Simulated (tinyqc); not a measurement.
Pariser-Parr-Pople SCF with singles CI, for the molecule C=Cc1ccccc1C=O (SMILES; centres numbered as the heavy atoms are written), step by step. One step of it, computed by the program tinyqc.

Task: Iteration 2: orbitals and new P. Diagonalise F (the basis is taken as orthonormal) and form P = 2 sum c c over the lowest orbitals; 0.5 of the old P is kept.

F (eV):
```
            1C         2C         3C         4C         5C         6C         7C         8C
1C   -6.023861  -3.152218   0.170906   0.170699  -0.049205  -0.078506  -0.011429   0.471877
2C   -3.152218  -4.505481  -4.727989   0.414739   0.440309   0.072196  -0.253154  -0.083394
3C    0.170906  -4.727989  -5.421647  -3.321046   0.099911   0.207591   0.032620  -2.916811
4C    0.170699   0.414739  -3.321046  -5.163433  -5.269833  -0.376187   0.657072   0.113479
5C   -0.049205   0.440309   0.099911  -5.269833  -5.286751  -3.521146  -0.186184   0.176182
6C   -0.078506   0.072196   0.207591  -0.376187  -3.521146  -4.879723  -5.146313  -0.119402
7C   -0.011429  -0.253154   0.032620   0.657072  -0.186184  -5.146313  -5.230648  -3.075917
8C    0.471877  -0.083394  -2.916811   0.113479   0.176182  -0.119402  -3.075917  -3.684393
9C    0.080981  -0.069518  -0.006863   0.004922  -0.000881  -0.021390   0.031558  -2.784029
10O  -0.128971  -0.035273   0.047830   0.006503  -0.031785  -0.016727   0.040329   0.156994

            9C        10O
1C    0.080981  -0.128971
2C   -0.069518  -0.035273
3C   -0.006863   0.047830
4C    0.004922   0.006503
5C   -0.000881  -0.031785
6C   -0.021390  -0.016727
7C    0.031558   0.040329
8C   -2.784029   0.156994
9C   -4.376331  -6.008309
10O  -6.008309  -9.124222
```

pi electrons, sum of z_r less the charge = 10

P after iteration 1:
```
            1C         2C         3C         4C         5C         6C         7C         8C
1C    0.883691   0.265380  -0.065226  -0.093011   0.034302   0.056816   0.006976  -0.202134
2C    0.265380   0.645916   0.682420  -0.158297  -0.239938  -0.044067   0.137962   0.031837
3C   -0.065226   0.682420   1.413882   0.310052  -0.038146  -0.088942  -0.012454   0.203057
4C   -0.093011  -0.158297   0.310052   1.168621   0.826079   0.143584  -0.281482  -0.043318
5C    0.034302  -0.239938  -0.038146   0.826079   0.757453   0.362955   0.071072  -0.075483
6C    0.056816  -0.044067  -0.088942   0.143584   0.362955   0.691226   0.793401   0.045584
7C    0.006976   0.137962  -0.012454  -0.281482   0.071072   0.793401   1.288129   0.245167
8C   -0.202134   0.031837   0.203057  -0.043318  -0.075483   0.045584   0.245167   1.129580
9C   -0.030909   0.029781   0.002619  -0.002682   0.000538   0.011655  -0.012045   0.167806
10O   0.069181   0.021265  -0.025659  -0.004490   0.022802   0.010084  -0.016840  -0.058004

            9C        10O
1C   -0.030909   0.069181
2C    0.029781   0.021265
3C    0.002619  -0.025659
4C   -0.002682  -0.004490
5C    0.000538   0.022802
6C    0.011655   0.010084
7C   -0.012045  -0.016840
8C    0.167806  -0.058004
9C    1.016447   0.925198
10O   0.925198   1.005055
```

Give: orbital energies; P after iteration 2.

Result:

orbital energies (eV): [-13.6696, -12.9533, -11.0730, -9.8901, -7.4267, -3.2611, -0.7735, 0.9158, 1.1641, 3.2709]

P after iteration 2:
```
          1C       2C       3C       4C       5C       6C       7C       8C
1C    1.0973   0.5063  -0.0779  -0.1342   0.0514   0.1340   0.0010  -0.3325
2C    0.5063   0.7554   0.6503  -0.0809  -0.1964  -0.0481   0.0879   0.0734
3C   -0.0779   0.6503   1.2648   0.3783  -0.0324  -0.1570  -0.0126   0.3823
4C   -0.1342  -0.0809   0.3783   1.0804   0.8228   0.0956  -0.2929  -0.0485
5C    0.0514  -0.1964  -0.0324   0.8228   0.8751   0.4213   0.0389  -0.1599
6C    0.1340  -0.0481  -0.1570   0.0956   0.4213   0.7998   0.7998   0.0745
7C    0.0010   0.0879  -0.0126  -0.2929   0.0389   0.7998   1.1653   0.3665
8C   -0.3325   0.0734   0.3823  -0.0485  -0.1599   0.0745   0.3665   0.9270
9C   -0.0764   0.0064   0.0484  -0.0071  -0.0269  -0.0042   0.0262   0.2161
10O   0.1179   0.0010  -0.0855   0.0046   0.0526  -0.0033  -0.0626  -0.0249

          9C      10O
1C   -0.0764   0.1179
2C    0.0064   0.0010
3C    0.0484  -0.0855
4C   -0.0071   0.0046
5C   -0.0269   0.0526
6C   -0.0042  -0.0033
7C    0.0262  -0.0626
8C    0.2161  -0.0249
9C    0.8473   0.9084
10O   0.9084   1.1875
```
